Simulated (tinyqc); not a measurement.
Spin coating of a resist or spin-on film: centrifugal thinning, evaporation and the final thickness (Emslie and Meyerhofer models): one step, computed by the program tinyqc. Command: `OMP_NUM_THREADS=1 python tinyqc.py 3113417 3113418 out.jsonl spincoat walk`. One thread of a shared host (Intel(R) Xeon(R) Processor @ 2.30GHz), about 0.09 s of CPU time with the checks.

A Newtonian film stays uniform over the wafer; solvent and solids have the same density and the concentration is uniform through the thickness.

Task: Thinning without evaporation. dh/dt = -K h^3 gives h = h0/sqrt(1 + 2 K h0^2 t); for long times h = 1/sqrt(2 K t).

Inputs (values chosen for the exercise, of the order of those of a polymer resist in an ester solvent): starting thickness h0 = 600 micrometre; time t = 1.2 s.

flow constant K = 0.001260311 1/(micrometre^2 s)

Give: h(t) without evaporation; long-time form; time 1/(2 K h0^2).

Result:

h(t) without evaporation = 18.17 micrometre

long-time form = 18.18 micrometre

time 1/(2 K h0^2) = 0.001102 s

The long-time form is within 0.046 %: the starting thickness is forgotten.
